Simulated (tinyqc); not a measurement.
Gap and superfluid density against temperature: BCS gap equation with a constant attraction inside the Debye window. Computed by tinyqc, a small Python program. Command: `OMP_NUM_THREADS=1 python tinyqc.py 3013946 3013947 out.jsonl bcs walk`. One thread of a shared host (Intel(R) Xeon(R) Processor @ 2.30GHz), about 0.01 s of CPU time with the checks.

Pairs attract with strength V for |xi| < k_B Theta; N(0) is the density of states for one spin. Energies are given as temperatures (E/k_B, in K) unless marked.

Inputs (values chosen for the exercise, modelled on tin): coupling N(0)V = 0.244; Debye temperature Theta = 197 K.

Solver: bisection.

Constants: k_B = 8.617333262e-05 eV/K.

Method:
- At T = 0 the gap equation 1/(N(0)V) = int_0^Theta d xi/sqrt(xi^2 + Delta^2) has the integral arcsinh(Theta/Delta), so Delta_0 = Theta/sinh(1/(N(0)V)); weak coupling gives 2 Theta exp(-1/(N(0)V)).
- Gap equation: 1/(N(0)V) = I(Delta, T) = int_0^Theta tanh(E/2T)/E d xi, E = sqrt(xi^2 + Delta^2); 64 Gauss-Legendre points in y with xi = max(Delta, T) sinh(y).
- T_c solves I(0, T_c) = 1/(N(0)V); the weak-coupling form is T_c = (2 e^C/pi) Theta exp(-1/(N(0)V)) with Euler's C = 0.5772157, and 2 Delta_0/T_c then tends to 2 pi e^-C = 3.528.
- Interpolation tanh(1.74 sqrt(T_c/T - 1)); near T_c, 1.74 sqrt(1 - T/T_c). Clean-limit superfluid fraction 1 - (1/2T) int_0^(40 T) cosh^-2(E/2T) d xi (64 points); two-fluid rule 1 - (T/T_c)^4.

T_c = 3.70794 K

Delta_0 = 6.54215 K

Reduced quantities:
```
T/T_c,Delta/Delta_0,tanh form,square-root form,superfluid fraction,two-fluid rule
0.10,1.00000,0.99994,1.6507,1.00000,0.99990
0.20,0.99988,0.99810,1.5563,0.99886,0.99840
0.30,0.99713,0.99022,1.4558,0.98179,0.99190
0.40,0.98505,0.97221,1.3478,0.92800,0.97440
0.50,0.95691,0.94023,1.2304,0.83418,0.93750
0.60,0.90703,0.88975,1.1005,0.70686,0.87040
0.70,0.82883,0.81411,0.9530,0.55393,0.75990
0.80,0.71111,0.70137,0.7782,0.38198,0.59040
0.90,0.52640,0.52267,0.5502,0.19608,0.34390
0.95,0.38037,0.37925,0.3891,0.09912,0.18549
0.98,0.24362,0.24358,0.2461,0.03988,0.07763
```

The tanh form misses the gap by at most about 0.017 (at T/T_c = 0.6); the square-root form is within 3 % only from T/T_c = 0.95. The gap keeps 99 % of Delta_0 up to T/T_c = 0.3, since quasiparticles are exponentially few. The two-fluid rule exceeds the BCS superfluid fraction most, by 0.21, at T/T_c = 0.8.
